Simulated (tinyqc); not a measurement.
Bulk transistor, scale length and short-channel effects: one step of the calculation.

A gate, an insulator of thickness ti and a depleted layer of depth ts on a conducting body. Below threshold the potential that source and drain add obeys Laplace's equation and vanishes on the gate and at the bottom of the depleted layer. Its lowest mode decays along the channel as exp(-k y); k is the smallest positive root of the matching condition at the interface, and the scale length is Lambda = pi/k.

Task. Threshold shift, barrier position and swing. Along the channel psi(y) = s + a exp(y/l) + b exp(-y/l) with psi(0) = Vbi, psi(L) = Vbi + Vds and l = 1/k = Lambda/pi; with A = Vbi - s, B = A + Vds, x = exp(-L/l): a = (B - A x) x/(1 - x^2), b = (A - B x)/(1 - x^2). The minimum is s + 2 sqrt(a b), at y = (l/2) ln(b/a). The long-channel potential follows the gate as s = sT + (Vg - VTL)/m, and the threshold VT is the gate voltage at which the minimum equals sT. Swing = m Vt ln 10/g at threshold, g = d(minimum)/ds = 1 - (b x + a)/((1 + x) sqrt(a b)).

Inputs (values chosen for the exercise); permittivities: semiconductor close to that of In0.53Ga0.47As, insulator close to that of silicon dioxide:
- T = 300 K (temperature)
- L = 53 nm (channel length)
- Vbi = 0.94 V (potential of the source)
- sT = 0.73 V (potential of the barrier top at threshold)
- VTL = 0.42 V (long-channel threshold)
- m = 1.18 (long-channel body factor)
- Vds = 0.8 V (drain voltage)

Constants: q = 1.602176634e-19 C, kB = 1.380649e-23 J/K, Vt = kB T/q. Results are converted to the units shown.

l = 10.014510 nm

Wanted: s at threshold; a; b; position of the minimum; VT; swing.

Result.

s at threshold = 0.6513 V
a = 0.005469 V
b = 0.2832 V
position of the minimum = 19.76 nm
VT = 0.3271 V
swing = 85.07 mV/decade

The threshold lies 92.9 mV below the long-channel value, and the barrier top sits at 0.37 L from the source.

Program tinyqc, `OMP_NUM_THREADS=1 python tinyqc.py 2420090 2420091 out.jsonl`; Intel Xeon 2.30GHz, shared host, one thread, about 0.01 s.
